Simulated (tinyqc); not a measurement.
MOS capacitor on an n-type substrate, surface potential from the exact charge relation: one step of the calculation.

Uniform n-type substrate, Boltzmann statistics, full ionisation, classical densities. psi is the surface potential against the body (positive when the bands bend down) and u = -psi/Vt. Traps are spread evenly over the gap and neutral at flat band, so their charge is -q Dit psi; the minority quasi-Fermi level is shifted by Vb.

Task. Newton step for the surface potential. u = -psi/Vt; F^2 = exp(-u) + u - 1 + r (exp(u) - u - 1); Qs = +sign(u) Q0 F; Cs = -dQs/dpsi = (Q0/Vt) |1 - exp(-u) + r (exp(u) - 1)|/(2 F). f = Vfb + psi + (q Dit psi - Qs)/Cox - Vg, f' = 1 + (Cs + q Dit)/Cox, psi(new) = psi - f/f'.

Parameters, values chosen for the exercise; band and dielectric values close to those of silicon:
```
symbol  value         unit                        meaning
T         293            K                    temperature
Dit         0  cm^-2 eV^-1     density of interface traps
Vg      -0.73            V  gate voltage against the body
```

Constants: q = 1.602176634e-19 C, kB = 1.380649e-23 J/K, Vt = kB T/q. Results are converted to the units shown.

psi at the start = -0.025248786 V
Cox = 3.6400550 uF/cm^2
Vfb = 0.86180467 V
Q0 = 104.82805 nC/cm^2
r = 4.9313575e-17

Find: u; F; Qs; Cs; f; f'; psi after iteration 1.

Result.

u = 1.000
F = 0.6065
Qs = 63.58 nC/cm^2
Cs = 2.163 uF/cm^2
f = 1.549 V
f' = 1.594
psi after iteration 1 = -0.9969 V

Numbers from tinyqc (`OMP_NUM_THREADS=1 python tinyqc.py 2060167 2060168 out.jsonl`; about 0.01 s on one thread of a shared Intel Xeon 2.30GHz).
